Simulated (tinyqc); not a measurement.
## Film and buried-oxide thickness from two coupling ratios

Inverse problem. In a depleted film -dVT/dVb is k1 = Cs Cbox/(Cox (Cs + Cbox)) for a front channel and k2 = Cbox (Cox + Cs)/(Cox Cs) for a back channel, with Cox = eps0 eox/tox, Cs = eps0 eps_r/ts, Cbox = 3.9 eps0/tb. Find ts and tb.

Parameters, values chosen for the exercise; band and dielectric values close to those of silicon:
```
symbol,value,unit,meaning
eps_r,11.7,,relative permittivity
eox,25.5,,relative permittivity of the gate insulator (close to zirconium oxide)
tox,9.6,nm,insulator thickness
```

coupling ratios for a front and a back channel: [0.10102536, 0.73930094]

Solution. With y = Cox/Cs and z = Cox/Cbox, 1/k1 = y + z and k2 = (1 + y)/z, so y = (k2/k1 - 1)/(1 + k2); the thicknesses follow from y and z.

ts = 16.00 nm
tb = 9.200 nm

Computed by the program tinyqc: `OMP_NUM_THREADS=1 python tinyqc.py 2190076 2190077 out.jsonl`, one thread of a shared Intel Xeon 2.30GHz, about 0.3 s for the whole run.
